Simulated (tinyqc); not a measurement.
# Worked calculation: MOSFET in saturation, small-signal circuit and noise

tinyqc, about 0.01 s, one thread, Intel Xeon 2.30GHz (shared host): `OMP_NUM_THREADS=1 python tinyqc.py 2150037 2150038 out.jsonl` Printed values are rounded.

Bias by the inversion coefficient IC = I/Ispec (charge-based model with velocity saturation; weak inversion below 0.1, strong above 10). Common-source circuit: gm, gds, Cgs, Cgd and Cj at the inner nodes, Rg in series with the gate; quasi-static, no source or drain resistance, no gate-body capacitance, no substrate network, no induced gate noise, so fmax is an upper estimate.

Inputs (values chosen for the exercise): temperature T = 325 K; gate length L = 65 nm; total gate width W = 80 um; gate capacitance Cox = 0.62 uF/cm^2; mobility mu = 280 cm^2/(V s); slope factor n = 1.41; velocity-saturation length Ls = 10 nm; ratio gds/gm sg = 0.089; overlap and fringe capacitance per side Cov = 0.22 fF/um; drain junction capacitance Cj = 0.46 fF/um; sheet resistance of the gate Rsh = 8 ohm; finger width Wf = 4 um; gate contact and vertical resistance Rc = 200 ohm um; inversion coefficient IC = 0.68; short-channel excess of the noise factor gw = 0.05; oxide trap density Nt = 5.2e17 cm^-3 eV^-1; tunnelling length into the oxide lt = 0.1 nm; Coulomb scattering coefficient ac = 3000 V s/C; signal frequency f = 5 GHz.

Constants: q = 1.602176634e-19 C, kB = 1.380649e-23 J/K, Vt = kB T/q. Results are converted to the units shown.

Range of the model: fmax exceeds 4 fT, where channel resistance and substrate losses, left out here, would cap it.

## Current, transconductance and gain

Ispec = 2 n mu Cox (W/L) Vt^2, lc = Ls/L, gms = [sqrt((lc IC + 1)^2 + 4 IC) - 1]/[2 + lc (lc IC + 1)], gm = gms Ispec/(n Vt), gds = sg gm.

Ispec = 472.5937 uA
I = 321.3637 uA
gms = 0.4539236
gm = 5.432446 mS
gds = 0.4834877 mS
gm/I = 16.90435 1/V

gm/I is 66.8 % of its weak-inversion limit 1/(n Vt); without velocity saturation (lc = 0) gms would be 0.464.

## Capacitances, gate resistance and cut-off frequencies

qs = [sqrt(1 + 4 IC) - 1]/2, Cgs = Cox W L qs (2 qs + 3)/(3 (qs + 1)^2) + Cov W, Cgd = Cov W, Cd = Cj W, Rg = Rsh (Wf/L)/(12 Nf) + Rc/W with Nf = W/Wf fingers (not rounded) contacted at both ends. fT = gm/(2 pi (Cgs + Cgd)), fmax = fT/(2 sqrt(Rg (gds + 2 pi fT Cgd))).

Cgs = 26.74296 fF
Cgd = 17.6 fF
Cd = 36.8 fF
Rg = 4.551282 ohm
fT = 19.49804 GHz
fmax = 88.94469 GHz

Overlap and fringe make up 79.4 % of the gate capacitance; fmax is 4.56 times fT.

## Admittance matrix

Inner admittances at w = 2 pi f: y11 = i w (Cgs + Cgd), y12 = -i w Cgd, y21 = gm - i w Cgd, y22 = gds + i w (Cgd + Cd). Invert to Z, add Rg to Z11 and invert back to Y.

inner y (mS):
```
                    1                   2
1  0.000000+1.393075i  0.000000-0.552920i
2  5.432446-0.552920i  0.483488+1.709026i
```

Y with Rg (mS):
```
                    1                    2
1  0.008832+1.393019i  -0.003506-0.552898i
2  5.428722-0.587340i   0.484966+1.722688i
```

## Current gain and unilateral power gain

|h21| = |Y21/Y11|; U = |Y21 - Y12|^2/(4 [Re Y11 Re Y22 - Re Y12 Re Y21]). Extrapolated at 20 dB a decade: f |h21| and f sqrt(U).

|h21| = 3.919754
U = 316.4463
f |h21| = 19.59877 GHz
f sqrt(U) = 88.94469 GHz

f |h21| is 0.52 % above the formula for fT, and f sqrt(U) within 0.01 % of that for fmax.

## Noise at the gate

Channel noise Sid = 4 kB T gam n gm with gam = (1/2 + (2/3) qs)/(1 + qs) + gw lc IC, qs = [sqrt(1 + 4 IC) - 1]/2, lc = Ls/L (the last term an empirical rise with velocity saturation); at the gate, white noise Sw = Sid/gm^2 + 4 kB T Rg. Number fluctuation with correlated mobility: S(f) = K/f, K = q^2 Vt lt Nt/(W L Cox^2) (1 + ac mu Cox I/gm)^2, Vt in eV with Nt per eV. Corner fc = K/Sw. Full shot noise would be 2 q I.

gam = 0.5580825
Sid = 7.672546e-23 A^2/Hz
Sid/(2 q I) = 0.7450789
sqrt(Sw) = 1.637541 nV/Hz^0.5
K = 1.987237e-10 V^2
fc = 74.10804 MHz

The gate resistance gives 3.0 % of the white noise power.
